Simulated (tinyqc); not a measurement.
# Keating valence-force model of a tetrahedral crystal, step by step

A worked calculation. Computed by tinyqc, a small Python program that keeps every step. Command: `OMP_NUM_THREADS=1 python tinyqc.py 3008255 3008256 out.jsonl keating walk`. One thread of a shared host (Intel(R) Xeon(R) Processor @ 2.30GHz), about 0.02 s of CPU time with the checks. Intermediate numbers are printed to about 7 digits and carried at full precision; extremes and crossings named in words are read from the listed rows.

Atom A sits at 0 and atom B at a/4 (1,1,1) of an fcc lattice; the four bonds from A are t = a/4 (1,1,1), a/4 (1,-1,-1), a/4 (-1,1,-1), a/4 (-1,-1,1), of length d = sqrt(3) a/4. Energy: E = (3 alpha/(8 d^2)) sum over bonds (r.r - d^2)^2 + (3 beta/(8 d^2)) sum over pairs of bonds at one atom (r_i.r_j + d^2/3)^2; both atoms have the mass M. The cell holds two atoms, Omega = a^3/4. 1 N/m = 1 J/m^2. With constants fitted to the elastic moduli this model puts optical and zone-boundary frequencies of real crystals too high, by up to about 20 % in elemental crystals and up to about 50 % in compounds, and mostly by more for TA modes; in compounds the lattice part of the static dielectric constant then comes out too low.

Inputs (values chosen for the exercise, modelled on germanium):

| quantity | value | unit |
|---|---|---|
| lattice constant a | 5.658 | angstrom |
| atomic mass M | 72.63 | u |
| bond stretching alpha | 38 | N/m |
| bond bending beta | 11.7 | N/m |
| mesh divisions n | 6 | - |
| temperature T | 77 | K |

Structure: diamond.

wave vector q (2 pi/a): 0.14  0.17  0.24

Constants: 1 eV/angstrom^2 = 16.02176634 J/m^2; nu for 1 eV/(angstrom^2 u) = 15.6333042 THz; 1 THz = 33.35640952 1/cm; u = 1.6605390666e-27 kg; h x 1 THz = 4.135667696 meV; k_B = 8.617333262e-05 eV/K.

## Dynamical matrix at q

With displacements u exp(i q.r), each bracket changes by g.u, where g = (g_A, g_B): bond t, g = (-2 t, 2 t exp(i q.t)); pair (i, j) at A, g = (-(t_i + t_j), t_i exp(i q.t_j) + t_j exp(i q.t_i)); pair at B, g = (-t_i exp(-i q.t_j) - t_j exp(-i q.t_i), t_i + t_j). Then D_mn = sum over the 4 bonds and 12 pairs of (4 k/a^2) conj(g_m) g_n / sqrt(M_m M_n), with k = alpha or beta converted to eV/angstrom^2.

D(q) (eV/(angstrom^2 u)), lower triangle (Hermitian):
```
                       A x                    A y                    A z                   B x
A x              0.1727409
A y   0.0021792+0.0003034i              0.1733871
A z   0.0029305+0.0009001i   0.0035036+0.0005641i              0.1757847
B x  -0.1495235-0.0036201i   0.0048384+0.0313274i   0.0070025+0.0216459i             0.1727409
B y   0.0048384+0.0313274i  -0.1495235-0.0036201i   0.0085702+0.0176863i  0.0021792-0.0003034i
B z   0.0070025+0.0216459i   0.0085702+0.0176863i  -0.1495235-0.0036201i  0.0029305-0.0009001i

                      B y        B z
B y             0.1733871
B z  0.0035036-0.0005641i  0.1757847
```

## Frequencies at q

Diagonalise the Hermitian matrix D. An eigenvalue lambda of D in eV/(angstrom^2 u) gives nu = 15.6333042 THz x sqrt(lambda). The weight on A is the sum of |e|^2 over the three components of atom A.

frequencies (THz): 1.650712  1.762764  3.020914  8.877171  8.969139  8.994631

weights on atom A: 0.5  0.5  0.5  0.5  0.5  0.5

With equal masses the inversion that swaps the two atoms makes every weight one half.

## Elastic constants and internal strain

C11 = (alpha + 3 beta)/a, C12 = (alpha - beta)/a, C44 = 4 alpha beta/(a (alpha + beta)); with the two sublattices clamped C44(0) = (alpha + beta)/a; internal-strain parameter zeta = (alpha - beta)/(alpha + beta); B = (C11 + 2 C12)/3.

C11 = 129.1976 GPa

C12 = 46.48286 GPa

C44 = 63.24266 GPa

clamped C44(0) = 87.84023 GPa

internal-strain parameter zeta = 0.5291751

bulk modulus B = 74.05444 GPa

Letting the sublattices shift lowers C44 by 28 %, which is zeta^2. A shear is shared between bond lengths and angles. The model fixes 2 C44 (C11 + C12)/((C11 - C12)(C11 + 3 C12)) = 1.000 whatever alpha and beta are.

## Optical mode at the zone centre

mu = M/2; lambda = 4 (alpha + beta)/mu with the springs in eV/angstrom^2; nu = 15.6333042 THz x sqrt(lambda).

reduced mass mu = 36.315 u

Raman frequency = 9.138202 THz

the same as a wavenumber = 304.8176 1/cm

## Frequencies at the zone boundary

The formulas are those given above.

Frequencies (THz) at points given in 2 pi/a:

| point | nu 1 | nu 2 | nu 3 | nu 4 | nu 5 | nu 6 |
|---|---|---|---|---|---|---|
| X (1, 0, 0) | 4.433794 | 4.433794 | 7.182105 | 7.182105 | 7.990507 | 7.990507 |
| L (0.5, 0.5, 0.5) | 3.135166 | 3.135166 | 6.921500 | 7.095313 | 8.583558 | 8.583558 |
| W (1, 0.5, 0) | 4.902363 | 4.902363 | 6.461685 | 6.461685 | 8.324832 | 8.324832 |
| K (0.75, 0.75, 0) | 4.096291 | 5.314217 | 6.381179 | 6.784185 | 8.168668 | 8.441852 |

At X the two longitudinal modes are degenerate (7.18 THz), as the diamond symmetry demands.

## Lowest frequency at X

Take the lowest frequency at X = (1, 0, 0) 2 pi/a, the transverse acoustic (TA) mode.

TA frequency at X = 4.433794 THz

## Transverse acoustic branch against its sound line

The sound line is nu = v q/(2 pi) with v = sqrt(C44/rho), rho = (M_A + M_B)/Omega; the clamped line uses C44(0).

Frequencies (THz) along G-X:

| q (2 pi/a) | lowest branch | sound line, relaxed C44 | sound line, clamped C44(0) | third-lowest frequency | highest frequency |
|---|---|---|---|---|---|
| 0.05 | 0.304350 | 0.304494 | 0.358856 | 0.434993 | 9.134469 |
| 0.15 | 0.909571 | 0.913482 | 1.076569 | 1.299735 | 9.104326 |
| 0.30 | 1.795068 | 1.826965 | 2.153138 | 2.564513 | 8.998987 |
| 0.45 | 2.629021 | 2.740447 | 3.229707 | 3.761605 | 8.811849 |
| 0.60 | 3.375162 | 3.653930 | 4.306276 | 4.862581 | 8.528113 |
| 0.75 | 3.978753 | 4.567412 | 5.382845 | 5.845070 | 8.226558 |
| 0.90 | 4.355920 | 5.480895 | 6.459414 | 6.694059 | 8.033225 |
| 1.00 | 4.433794 | 6.089883 | 7.177127 | 7.182105 | 7.990507 |

At small q the branch follows the relaxed line (1.000 of it, against 0.848 of the clamped one): in a long shear wave the sublattices shift against each other. At X it reaches 73 % of the relaxed line. Real tetrahedral semiconductors have flatter TA branches than a Keating model fitted to their elastic constants, which needs longer-ranged terms to mend.

## Thermal sums on a mesh

Mesh: q = sum_i (m_i + 1/2)/n b_i, m_i = 0..n-1, with b = [[-1, 1, 1], [1, -1, 1], [1, 1, -1]] in 2 pi/a; sums over the six modes are averaged over the n^3 points and halved, per atom. With x = h nu/(k_B T) and n = 1/(exp(x) - 1) for each mode: F = k_B T [x/2 + ln(1 - exp(-x))], U = k_B T x (n + 1/2), S/k_B = x n - ln(1 - exp(-x)), C/k_B = x^2 n (n + 1). The acoustic share counts the three lowest modes at each q; zero-point energy = sum h nu/2.

free energy F = 37.73582 meV/atom

entropy S = 0.5585099 k_B/atom

heat capacity C = 1.103870 k_B/atom

acoustic share of C = 0.7830680

zero-point energy = 38.86034 meV/atom

C is 37 % of the classical value; the optical modes are still largely frozen out.

Checks made by the program: slopes of the acoustic branches along [110] against C11, C12 and the relaxed C44 (relative difference 1e-06); zone-centre optical mode against D(q = 0) (relative difference below 1e-10); longitudinal modes at X against the diagonal of D (relative difference below 1e-10).
